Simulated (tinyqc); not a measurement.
MOS structure on a p-type body with a doping step (retrograde), non-linear Poisson equation by Newton steps: one step of the calculation.

One dimension, insulator interface at x = 0, acceptor density N1 for x < x1 and Na beyond, net doping C = -(acceptor density). psi is counted from the intrinsic level: n = ni exp((psi - Vb)/Vt), p = ni exp(-psi/Vt); deep in the body psi_b = -Vt ln(Na/ni). The gate acts through Cox = eps0 eox/tox and has the potential psi_G = Vg - (phiM - chi - Vt ln(Nc/ni)). Boltzmann statistics, full ionisation, classical densities, no oxide or interface charge.

Problem. Scales and end potentials. ni = sqrt(Nc Nv) exp(-Eg/(2 Vt)), Eg in volts; Cox, psi_G and psi_b as defined.

Parameters, values chosen for the exercise; band and dielectric values close to those of silicon:
```
symbol,value,unit,meaning
T,250,K,temperature
Eg,1.1,eV,band gap
Nc,2.11e19,cm^-3,conduction-band density of states at T
Nv,2.02e19,cm^-3,valence-band density of states at T
chi,4.05,eV,electron affinity
Na,5.3e16,cm^-3,acceptor density deep in the body
eox,3.9,,relative permittivity of the gate insulator (close to silicon dioxide)
tox,11,nm,insulator thickness
phiM,4.17,eV,gate work function
Vg,0.97,V,gate voltage against the body
```

Constants: q = 1.602176634e-19 C, kB = 1.380649e-23 J/K, Vt = kB T/q, eps0 = 8.8541878128e-14 F/cm where lengths are in cm. Results are converted to the units shown.

Wanted: ni; Cox; psi_G; psi_b.

Solution.

ni = 1.688e8 cm^-3
Cox = 0.3139 uF/cm^2
psi_G = 1.400 V
psi_b = -0.4215 V

tinyqc, about 0.4 s, one thread, Intel Xeon 2.30GHz (shared host): `OMP_NUM_THREADS=1 python tinyqc.py 2080064 2080065 out.jsonl`
